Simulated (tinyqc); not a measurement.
Worked calculation: Hueckel theory of the pi electrons, for the molecule c1ccc2cc3ccccc3cc2c1 (SMILES; centres numbered as the heavy atoms are written). One step of it, computed by the program tinyqc.

Question. Energy, charges, bond orders. E = sum n x; q_r = z_r - P_rr; bond order p = P_rs; free valence = sqrt(3) - sum of p over the bonds of the atom.

x values: 2.414214  2.000000  1.414214  1.414214  1.000000  1.000000  0.414214  -0.414214  -1.000000  -1.000000  -1.414214  -1.414214  -2.000000  -2.414214

occupations: 2.000000  2.000000  2.000000  2.000000  2.000000  2.000000  2.000000  0.000000  0.000000  0.000000  0.000000  0.000000  0.000000  0.000000

charge and bond-order matrix P, lower triangle:
```
            1C         2C         3C         4C         5C         6C         7C         8C
1C    1.000000
2C    0.585871   1.000000
3C    0.000000   0.737394   1.000000
4C   -0.217174   0.000000   0.535364   1.000000
5C    0.000000  -0.202031   0.000000   0.606092   1.000000
6C    0.116159   0.000000  -0.131303   0.000000   0.606092   1.000000
7C    0.000000   0.070728   0.000000  -0.131303   0.000000   0.535364   1.000000
8C   -0.080795   0.000000   0.070728   0.000000  -0.202031   0.000000   0.737394   1.000000
9C    0.000000  -0.080795   0.000000   0.116159   0.000000  -0.217174   0.000000   0.585871
10C   0.070728   0.000000  -0.035364   0.000000   0.101015   0.000000  -0.368697   0.000000
11C   0.000000   0.116159   0.000000  -0.181810   0.000000   0.484856   0.000000  -0.217174
12C  -0.202031   0.000000   0.101015   0.000000  -0.404061   0.000000   0.101015   0.000000
13C   0.000000  -0.217174   0.000000   0.484856   0.000000  -0.181810   0.000000   0.116159
14C   0.737394   0.000000  -0.368697   0.000000   0.101015   0.000000  -0.035364   0.000000

            9C        10C        11C       12C       13C       14C
9C    1.000000
10C   0.737394   1.000000
11C   0.000000   0.535364   1.000000
12C  -0.202031   0.000000   0.606092  1.000000
13C   0.000000  -0.131303   0.000000  0.606092  1.000000
14C   0.070728   0.000000  -0.131303  0.000000  0.535364  1.000000
```

Centres:
```
centre  z_r, pi electrons of the neutral centre         h
1C                                            1  0.000000
2C                                            1  0.000000
3C                                            1  0.000000
4C                                            1  0.000000
5C                                            1  0.000000
6C                                            1  0.000000
7C                                            1  0.000000
8C                                            1  0.000000
9C                                            1  0.000000
10C                                           1  0.000000
11C                                           1  0.000000
12C                                           1  0.000000
13C                                           1  0.000000
14C                                           1  0.000000
```

Bonds:
```
i    j  k
1    2  1
2    3  1
3    4  1
4    5  1
5    6  1
6    7  1
7    8  1
8    9  1
9   10  1
10  11  1
11  12  1
12  13  1
13  14  1
14   1  1
13   4  1
11   6  1
```

Give: pi energy = 14 alpha + this times beta; pi charges; Bond orders and lengths from R = 1.517 - 0.180 p; free valence of the carbons; gap between the highest filled and the next level.

Answer.

pi energy = 14 alpha + this times beta = 19.3137

pi charges: 1C 0.0000, 2C 0.0000, 3C 0.0000, 4C 0.0000, 5C 0.0000, 6C 0.0000, 7C 0.0000, 8C 0.0000, 9C 0.0000, 10C 0.0000, 11C 0.0000, 12C 0.0000, 13C 0.0000, 14C 0.0000

Bond orders and lengths from R = 1.517 - 0.180 p (angstrom, C-C alone):
```
bond        p       R
1-2    0.5859  1.4115
2-3    0.7374  1.3843
3-4    0.5354  1.4206
4-5    0.6061  1.4079
5-6    0.6061  1.4079
6-7    0.5354  1.4206
7-8    0.7374  1.3843
8-9    0.5859  1.4115
9-10   0.7374  1.3843
10-11  0.5354  1.4206
11-12  0.6061  1.4079
12-13  0.6061  1.4079
13-14  0.5354  1.4206
14-1   0.7374  1.3843
13-4   0.4849  1.4297
11-6   0.4849  1.4297
```

free valence of the carbons: 1C 0.4088, 2C 0.4088, 3C 0.4593, 4C 0.1057, 5C 0.5199, 6C 0.1057, 7C 0.4593, 8C 0.4088, 9C 0.4088, 10C 0.4593, 11C 0.1057, 12C 0.5199, 13C 0.1057, 14C 0.4593

gap between the highest filled and the next level = 0.8284 |beta|
